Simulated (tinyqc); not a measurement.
Length of a molecular wire: coherent transport through a tight-binding bridge. Computed by the program tinyqc. T = Gamma_L Gamma_R |G_1n|^2 with the self-energies of semi-infinite chains.

A uniform bridge between two chains:
```
parameter                        value
site energy (eV)              3.000000
hopping in the bridge (eV)    1.310000
lead hopping (eV)             2.550000
couplings (eV)              0.45, 0.47
E (eV)                        0.480000
```

Transmission against length:
```
sites           T     ln T
2      2.1318e-03  -6.1508
3      1.4475e-03  -6.5379
4      1.1967e-03  -6.7282
5      1.1627e-03  -6.7570
6      1.3214e-03  -6.6291
7      1.7960e-03  -6.3222
8      3.1255e-03  -5.7682
9      8.5322e-03  -4.7639
10     1.0774e-01  -2.2280
```

What does the comparison show, and why?

E lies inside the band of the bridge (|E - e|/2h = 0.962 < 1): T does not decay but oscillates with length, between 0.001 and 0.108 here, as levels of the bridge pass E.
